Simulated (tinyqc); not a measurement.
## Junction parameters from two forward currents

Inverse problem. D(v) = J1 (exp(v/Vt) - 1) + J2 (exp(v/(2 Vt)) - 1). Find J1, J2 and the voltage 2 Vt ln(J2/J1) near which both parts are equal.

Values chosen for this exercise:
- T = 300 K (temperature)

Constants: q = 1.602176634e-19 C, kB = 1.380649e-23 J/K, Vt = kB T/q. Results are converted to the units shown.

junction voltages (V): 0.28  0.71
currents (uA/um): 1.9372598e-6  0.21100002

Solution. The current is linear in J1 and J2, so two points give two equations.

J1 = 2.40e-13 uA/um
J2 = 8.60e-9 uA/um
crossover = 0.542 V

tinyqc, about 0.2 s, one thread, Intel Xeon 2.30GHz (shared host): `OMP_NUM_THREADS=1 python tinyqc.py 2182192 2182193 out.jsonl`
